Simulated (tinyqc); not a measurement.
Self-consistent Fermi level with native defects, at growth and after a quench: one step, computed by the program tinyqc.

Energies are counted from the top of the valence band (VBM); when the gap shrinks with temperature the conduction band moves and the levels stay. The added dopant is taken as fully ionised. D and A draw on one reservoir with opposite signs, as the two vacancies of a compound do.

Question. After the quench to T. E_g(T) = E_g - slope x max(0, T - 300 K). N_c = 2 M_c (2 pi m_e k_B T/h^2)^(3/2) and N_v = 2 (2 pi m_h k_B T/h^2)^(3/2), masses in units of m_0. n = N_c F_1/2((E_F - E_g)/k_B T), p = N_v F_1/2(-E_F/k_B T). F_1/2(eta) = (2/sqrt(pi)) int_0^infinity sqrt(x)/(1 + exp(x - eta)) dx, by the trapezoid rule in t = sqrt(x) with step 0.02 up to t = 12 (for eta < -12 by exp(eta) - exp(2 eta)/2^(3/2)). After a quench the totals of D and A stay as grown, and each is shared among its charge states with weights exp(-(E_f(q, 0) + q E_F)/k_B T). Net charge = p - n + sum q c_q + N_X; the log ratio is ln(positive charge/negative charge). E_F is the root of the log ratio, by 50 bisections between -0.5 eV and E_g + 0.5 eV.

Inputs (values chosen for the exercise, for a model semiconductor):
```
quantity                      value   unit
gap E_g at 300 K               2.25     eV
slope -dE_g/dT above 300 K  0.00054   eV/K
electron mass m_e             0.525    m_0
valleys M_c                       3      -
hole mass m_h                 0.574    m_0
dopant density N_X          4.2e+19  cm^-3
growth temperature T_g         1340      K
temperature of use T            400      K
```

Added shallow dopant: donor.

total D = 2.203959e+13 cm^-3

total A = 1.288770e+17 cm^-3

E_f(q, E_F = 0) (eV): D(+3) -1.593, D(+2) -0.353, D(+1) 1.057, D(0) 2.557, A(0) 3.080, A(-1) 3.293, A(-2) 4.393

Constants: m_0 = 9.1093837015e-31 kg; k_B = 1.380649e-23 J/K; h = 6.62607015e-34 J s; k_B = 8.617333262e-05 eV/K.

Give: E_F after the quench; n after the quench; p after the quench; Frozen defects.

Answer.

E_F after the quench = 2.206 eV

n after the quench = 4.174e+19 cm^-3

p after the quench = 2.737e-09 cm^-3

Frozen defects:
```
state  c (cm^-3)  share of its total
D(+3)  1.847e-18           8.382e-32
D(+2)  2.700e-06           1.225e-19
D(+1)  2.846e+04           1.291e-09
D(0)   2.204e+13           1.000e+00
A(0)   1.194e-22           9.265e-40
A(-1)  1.519e+03           1.178e-14
A(-2)  1.289e+17           1.000e+00
```
